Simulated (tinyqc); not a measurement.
# A spin-degenerate level with charging energy between two leads, rate equations, step by step

tinyqc, about 0.01 s, one thread, Intel Xeon 2.30GHz (shared host): `OMP_NUM_THREADS=1 python tinyqc.py 2780121 2780122 out.jsonl` Printed values are rounded.

States 0, up, down and 2 with energies 0, e1 - Ez/2, e1 + Ez/2 and 2 e1 + U. mu_L = +V/2, mu_R = -V/2 (meV), f(x) = 1/(1 + exp(x/kB T)). A transition that adds one electron of given spin at the energy E has the rate G f(E - mu) from each lead, and its reverse G [1 - f(E - mu)]. I counts electrons leaving the left lead, times q.

Parameters, values chosen for the exercise:
- U = 7.9 meV (charging energy of the second electron)
- e1 = 2.81 meV (level)
- GL = 0.094 1/ns (tunnel rate to the left lead)
- GR = 0.1 1/ns (tunnel rate to the right lead)
- T = 3.9 K (temperature)
- V = 2 mV (bias)
- Ez = 0 meV (Zeeman splitting)
- dt = 1.7 ns (time step)

Constants: q = 1.602176634e-19 C, kB = 1.380649e-23 J/K, Vt = kB T/q. Results are converted to the units shown.

Range of the model: Rate equations need hbar G well below kB T; cotunnelling and the Kondo effect are left out.

## Transition energies and Fermi factors

Transition energies: 0-up e1 - Ez/2, 0-down e1 + Ez/2, up-2 e1 + U + Ez/2, down-2 e1 + U - Ez/2.

```
transition,E (meV),fL (1e-3),fR (1e-5)
0-up,2.81000,4.560797,1.192667
0-down,2.81000,4.560797,1.192667
up-2,10.71000,0.000000,0.000000
down-2,10.71000,0.000000,0.000000
```

## Rate matrix

dp/dt = W p; W_ji is the rate from state i to j, and each column sums to zero.

W (1/ns):
```
,0,up,down,2
0,-0.0008598,0.1935701,0.1935701,0.0000000
up,0.0004299,-0.1935701,0.0000000,0.1940000
down,0.0004299,0.0000000,-0.1935701,0.1940000
2,0.0000000,0.0000000,0.0000000,-0.3880000
```

## Steady state and current

Steady state: W p = 0 with sum p = 1. I = q GL sum over transitions i-j of [fL p_i - (1 - fL) p_j].

p: 0 0.9955778, up 0.0022111, down 0.0022111, 2 0.0000000
mean number of electrons = 0.004422237
I = 0.07047073 pA

In units of q GL GR/(GL + GR) = 7.76 pA the current is 0.00908; two independent spin channels fully inside the bias window would give 2.

## Step 1: time step

p at the start: 0 1, up 0, down 0, 2 0

Explicit Euler step: p(new) = p + dt W p.

p after step 1: 0 0.9985383, up 0.0007308, down 0.0007308, 2 0.0000000

## Step 2: time step

As before.

p after step 2: 0 0.9975598, up 0.0012201, down 0.0012201, 2 0.0000000

## Relaxation from the empty dot

Stop when no probability changes by more than 1e-8 in a step, or after 400 steps.

Course of the iteration:
```
step,p(0),p(up) / 1e-3,p(down) / 1e-3,p(2) / 1e-16,largest change
1,0.9985383,0.730843,0.730843,0.000000,1.46e-3
2,0.9975598,1.220120,1.220120,0.663554,9.79e-4
3,0.9969046,1.547675,1.547675,1.333657,6.55e-4
4,0.9964661,1.766964,1.766964,1.859158,4.39e-4
5,0.9961725,1.913771,1.913771,2.237137,2.94e-4
6,0.9959759,2.012053,2.012053,2.499091,1.97e-4
7,0.9958443,2.077851,2.077851,2.677494,1.32e-4
8,0.9957562,2.121900,2.121900,2.797962,8.81e-5
...,...,...,...,...,...
24,0.9955781,2.210973,2.210973,3.043173,1.43e-7
25,0.9955780,2.211021,2.211021,3.043305,9.60e-8
26,0.9955779,2.211054,2.211054,3.043394,6.43e-8
27,0.9955778,2.211075,2.211075,3.043453,4.30e-8
28,0.9955778,2.211090,2.211090,3.043493,2.88e-8
29,0.9955778,2.211099,2.211099,3.043520,1.93e-8
30,0.9955778,2.211106,2.211106,3.043537,1.29e-8
31,0.9955778,2.211110,2.211110,3.043549,8.65e-9
```

The steps settle after 31 steps (52.7 ns) on the steady state above. The decay rates of W are 0.194, 0.194 and 0.388 1/ns; stability needs dt below 2 over the largest, 5.15 ns.
